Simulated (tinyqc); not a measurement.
Inside a calculation. Method: Hubbard chain of 2 sites. One step of it, computed by the program tinyqc.

Task: Mean-field iteration 2. H(up) = T + U n(down), H(down) = T + U n(up); fill the lowest levels; n(new) = n + mixing (n(out) - n); E = tr T (rho up + rho down) + U sum n_up n_down of the output.

one-body matrix (hopping and site energies) (eV):
```
           1          2
1   0.000000  -1.800000
2  -1.800000   0.000000
```

U = 10.400000 eV

electrons, up and down: 1  1

mixing = 1

n(up) after iteration 1: 1 0.933093, 2 0.066907

n(down) after iteration 1: 1 0.066907, 2 0.933093

Give: levels, up; levels, down; energy; n(up) after iteration 2; n(down) after iteration 2.

Result:

levels, up (eV): 0.349  10.051

levels, down (eV): 0.349  10.051

energy = -0.620 eV

n(up) after iteration 2: 1 0.964, 2 0.036

n(down) after iteration 2: 1 0.036, 2 0.964
